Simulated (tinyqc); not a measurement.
Inside a calculation. Method: CIS and TDHF on RHF in the 3-21g basis, for H2, spin multiplicity 1. Computed by tinyqc, a small Python program that keeps every step (integrals from PySCF). Settings: charge = 0, multiplicity = 1, basis = 3-21g, method = RHF, energy threshold = 1e-10, iteration cap = 68, orthogonalisation = symmetric, start = core, DIIS depth = 6, TDHF = 1. Command: `OMP_NUM_THREADS=1 python tinyqc.py 30191 30192 out.jsonl` (the two numbers bound the seeds that draw the settings). One thread of a shared host (Intel(R) Xeon(R) Processor @ 2.60GHz), about 0.04 s of CPU time with the checks. The early iterations of the SCF are left out here.

## One-electron integrals

Geometry (angstrom):
```
atom       x       y       z
H     0.0000  0.0000  0.0000
H     0.0000  0.0000  0.9970
```

Basis 3-21g: exponents (1/bohr^2) and contraction coefficients of normalised primitives:
```
element  l (shell)  exponent  coefficient
H            s (1)    5.4472       0.1563
H            s (1)    0.8245       0.9047
H            s (2)    0.1832       1.0000
```

Overlap, kinetic and nuclear-attraction integrals over the contracted functions; the nuclear repulsion is the sum of Za Zb / Rab.

nuclear repulsion = 0.530770 hartree

overlap S, order 1H 1s, 1H 2s, 2H 1s, 2H 2s:
```
[[1.0000, 0.6459, 0.2018, 0.3776],
 [0.6459, 1.0000, 0.3776, 0.7224],
 [0.2018, 0.3776, 1.0000, 0.6459],
 [0.3776, 0.7224, 0.6459, 1.0000]]
```

kinetic energy T (hartree), order 1H 1s, 1H 2s, 2H 1s, 2H 2s:
```
[[1.5494, 0.2932, -0.0128, 0.1099],
 [0.2932, 0.2748, 0.1099, 0.1555],
 [-0.0128, 0.1099, 1.5494, 0.2932],
 [0.1099, 0.1555, 0.2932, 0.2748]]
```

nuclear attraction V (hartree), order 1H 1s, 1H 2s, 2H 1s, 2H 2s:
```
[[-2.2514, -1.1231, -0.4056, -0.6756],
 [-1.1231, -1.1571, -0.6756, -0.8896],
 [-0.4056, -0.6756, -2.2514, -1.1231],
 [-0.6756, -0.8896, -1.1231, -1.1571]]
```

core Hamiltonian H = T + V (hartree), order 1H 1s, 1H 2s, 2H 1s, 2H 2s:
```
[[-0.7020, -0.8299, -0.4184, -0.5657],
 [-0.8299, -0.8823, -0.5657, -0.7341],
 [-0.4184, -0.5657, -0.7020, -0.8299],
 [-0.5657, -0.7341, -0.8299, -0.8823]]
```

## Two-electron integrals

Functions are numbered as in S; the eight-fold symmetry (ij|kl) = (ji|kl) = (kl|ij) leaves the list below.

Two-electron integrals (ij|kl) in chemists' order, unique and non-zero (hartree):
```
(11|11) 1.1401   (21|11) 0.6114   (21|21) 0.3452   (22|11) 0.6264
(22|21) 0.3803   (22|22) 0.4830   (31|11) 0.1715   (31|21) 0.0997
(31|22) 0.1146   (31|31) 0.0420   (32|11) 0.2252   (32|21) 0.1392
(32|22) 0.1816   (32|31) 0.0639   (32|32) 0.1173   (33|11) 0.5249
(33|21) 0.3327   (33|22) 0.4567   (33|31) 0.1715   (33|32) 0.3480
(33|33) 1.1401   (41|11) 0.3480   (41|21) 0.1976   (41|22) 0.2200
(41|31) 0.0639   (41|32) 0.0916   (41|33) 0.2252   (41|41) 0.1173
(42|11) 0.4144   (42|21) 0.2541   (42|22) 0.3309   (42|31) 0.0902
(42|32) 0.1551   (42|33) 0.4144   (42|41) 0.1551   (42|42) 0.2521
(43|11) 0.3327   (43|21) 0.2095   (43|22) 0.2864   (43|31) 0.0997
(43|32) 0.1976   (43|33) 0.6114   (43|41) 0.1392   (43|42) 0.2541
(43|43) 0.3452   (44|11) 0.4567   (44|21) 0.2864   (44|22) 0.3959
(44|31) 0.1146   (44|32) 0.2200   (44|33) 0.6264   (44|41) 0.1816
(44|42) 0.3309   (44|43) 0.3803   (44|44) 0.4830
```

## Orthogonalisation

S = U s U^T; symmetric (Loewdin) form X = U s^(-1/2) U^T, so that X^T S X = 1.

eigenvalues of S: [0.1641, 0.4060, 0.9117, 2.5182]

X, order 1H 1s, 1H 2s, 2H 1s, 2H 2s:
```
[[1.2393, -0.4826, -0.0238, 0.0275],
 [-0.4826, 1.6185, 0.0275, -0.6345],
 [-0.0238, 0.0275, 1.2393, -0.4826],
 [0.0275, -0.6345, -0.4826, 1.6185]]
```

## Starting guess

The start is the orbitals of the core Hamiltonian; D = 2 C_occ C_occ^T.

D at the start, order 1H 1s, 1H 2s, 2H 1s, 2H 2s:
```
[[0.2389, 0.2030, 0.2389, 0.2030],
 [0.2030, 0.1725, 0.2030, 0.1725],
 [0.2389, 0.2030, 0.2389, 0.2030],
 [0.2030, 0.1725, 0.2030, 0.1725]]
```

## Iteration 8 (converged): orbitals

converged F (hartree), order 1H 1s, 1H 2s, 2H 1s, 2H 2s:
```
[[0.2134, -0.4228, -0.4020, -0.4149],
 [-0.4228, -0.3177, -0.4149, -0.3776],
 [-0.4020, -0.4149, 0.2134, -0.4228],
 [-0.4149, -0.3776, -0.4228, -0.3177]]
```

Diagonalise F' = X^T F X, C = X C', fill 1 alpha and 1 beta electrons from the bottom; D = 2 C_occ C_occ^T. Each column has its largest component positive (the first on a tie).

F' = X^T F X (hartree):
```
[[0.7559, -0.6248, -0.2516, -0.1351],
 [-0.6248, 0.2600, -0.1351, -0.2219],
 [-0.2516, -0.1351, 0.7559, -0.6248],
 [-0.1351, -0.2219, -0.6248, 0.2600]]
```

orbital energies (hartree): [-0.5236, 0.1889, 1.0660, 1.3005]

coefficients C, order 1H 1s, 1H 2s, 2H 1s, 2H 2s:
```
[[0.2521, 0.1490, 0.8825, -0.9517],
 [0.3682, 1.1820, -0.6724, 1.1274],
 [0.2521, -0.1490, 0.8825, 0.9517],
 [0.3682, -1.1820, -0.6724, -1.1274]]
```

D after iteration 8, order 1H 1s, 1H 2s, 2H 1s, 2H 2s:
```
[[0.1271, 0.1857, 0.1271, 0.1857],
 [0.1857, 0.2712, 0.1857, 0.2712],
 [0.1271, 0.1857, 0.1271, 0.1857],
 [0.1857, 0.2712, 0.1857, 0.2712]]
```

## Convergence

Stop when the energy changes by less than 1e-10 hartree and every element of the error matrix X^T (F D S - S D F) X is below 3e-06.

Course of the cycle:
```
iteration  E (hartree)     change  largest element of the error matrix
1            -1.060768          -                             1.44e-01
2            -1.091215  -3.04e-02                             2.21e-02
3            -1.091940  -7.25e-04                             2.62e-05
4            -1.091940  -8.48e-10                             1.08e-05
5            -1.091940  -1.04e-10                             6.79e-06
6            -1.091940  -3.20e-11                             4.95e-06
7            -1.091940  -1.38e-11                             3.90e-06
8            -1.091940  -2.25e-11                             1.16e-09
```

PySCF RHF in the same basis = -1.091940 hartree

Converged in 8 iterations.

## Populations, bond orders and dipole

Mulliken: Z minus the diagonal of D S on the atom; Loewdin: the same with S^(1/2) D S^(1/2); Mayer order: 2 sum_s sum (D(s) S)_ij (D(s) S)_ji over the two atoms.

Charges (e):
```
atom  Mulliken  Loewdin
1H           0        0
2H           0        0
```

Mayer bond orders:
```
pair   order
2-1   1.0000
```

dipole moment about the origin, x y z (debye): [0.0000, 0.0000, 0.0000]

## Integrals over molecular orbitals

(pq|rs) = sum C_ip C_jq C_kr C_ls (ij|kl), one index at a time.

one-electron integrals over orbitals h = C^T H C (hartree):
```
[[-1.0991, 0.0000, -0.1320, 0.0000],
 [0.0000, -0.6129, 0.0000, 0.1910],
 [-0.1320, 0.0000, 0.1057, 0.0000],
 [0.0000, 0.1910, 0.0000, 0.2435]]
```

Two-electron integrals over orbitals (pq|rs), unique and non-zero (hartree):
```
(11|11) 0.5754    (21|21) 0.1143    (22|11) 0.4581    (22|22) 0.4222
(31|11) 0.1320    (31|22) 0.0716    (31|31) 0.0955    (32|21) 0.0140
(32|32) 0.0392    (33|11) 0.5279    (33|22) 0.4281    (33|31) 0.1258
(33|33) 0.5098    (41|21) -0.0795   (41|32) -0.0522   (41|41) 0.1066
(42|11) -0.1352   (42|22) -0.0742   (42|31) -0.0823   (42|33) -0.1255
(42|42) 0.0836    (43|21) -0.1284   (43|32) -0.0442   (43|41) 0.1270
(43|43) 0.1874    (44|11) 0.5818    (44|22) 0.4700    (44|31) 0.1722
(44|33) 0.5631    (44|42) -0.1641   (44|44) 0.6501
```

## CIS matrix, singlets

A(ia,jb) = (e_a - e_i) d_ij d_ab + 2 (ia|jb) - (ij|ab).

CIS matrix A, singlet (hartree), order 1>2, 1>3, 1>4:
```
[[0.4832, 0.0000, -0.0237],
 [0.0000, 1.2528, 0.0000],
 [-0.0237, 0.0000, 1.4555]]
```

## CIS singlet states

dipole integrals <i|r|a> (bohr), order 1>2, 1>3, 1>4:
```
[[0.0000, 0.0000, -1.2077],
 [0.0000, 0.0000, 0.0000],
 [0.0000, 0.0000, 0.0440]]
```

Diagonalise A (1 hartree = 27.211386 eV); each vector has its largest component positive (the first on a tie). The transition dipole is mu = sqrt2 sum c_ia <i|r|a>.

singlet excitation energies (eV): [13.1324, 34.0898, 39.6220]

lowest vectors, order 1>2, 1>3, 1>4:
```
[[0.9997, 0.0000, -0.0243],
 [0.0000, 1.0000, 0.0000],
 [0.0243, 0.0000, 0.9997]]
```

oscillator strengths 2/3 w |mu|^2: [0.9364, 0.0000, 0.0105]

## TDHF (RPA) singlet states

B(ia,jb) = 2 (ia|jb) - (ib|ja); the squared energies are the eigenvalues of (A - B)(A + B); 1 hartree = 27.211386 eV.

TDHF matrix B, singlet (hartree), order 1>2, 1>3, 1>4:
```
[[0.1143, 0.0000, -0.0795],
 [0.0000, 0.0955, 0.0000],
 [-0.0795, 0.0000, 0.1066]]
```

squared energies w^2 (hartree^2): [0.2174, 1.5603, 2.0986]

TDHF energies from the positive w^2 (eV): [12.6875, 33.9905, 39.4202]

## CIS matrix, triplets

A(ia,jb) = (e_a - e_i) d_ij d_ab - (ij|ab).

CIS matrix A, triplet (hartree), order 1>2, 1>3, 1>4:
```
[[0.2545, 0.0000, 0.1352],
 [0.0000, 1.0617, 0.0000],
 [0.1352, 0.0000, 1.2423]]
```

## CIS triplet states

Diagonalise A (1 hartree = 27.211386 eV); each vector has its largest component positive (the first on a tie).

triplet excitation energies (eV): [6.4307, 28.8899, 34.3006]

lowest vectors, order 1>2, 1>3, 1>4:
```
[[0.9911, 0.0000, 0.1332],
 [0.0000, 1.0000, 0.0000],
 [-0.1332, 0.0000, 0.9911]]
```

## TDHF (RPA) triplet states

B(ia,jb) = - (ib|ja); the squared energies are the eigenvalues of (A - B)(A + B); 1 hartree = 27.211386 eV.

TDHF matrix B, triplet (hartree), order 1>2, 1>3, 1>4:
```
[[-0.1143, 0.0000, 0.0795],
 [0.0000, -0.0955, 0.0000],
 [0.0795, 0.0000, -0.1066]]
```

squared energies w^2 (hartree^2): [0.0356, 1.1180, 1.5721]

TDHF energies from the positive w^2 (eV): [5.1320, 28.7726, 34.1190]
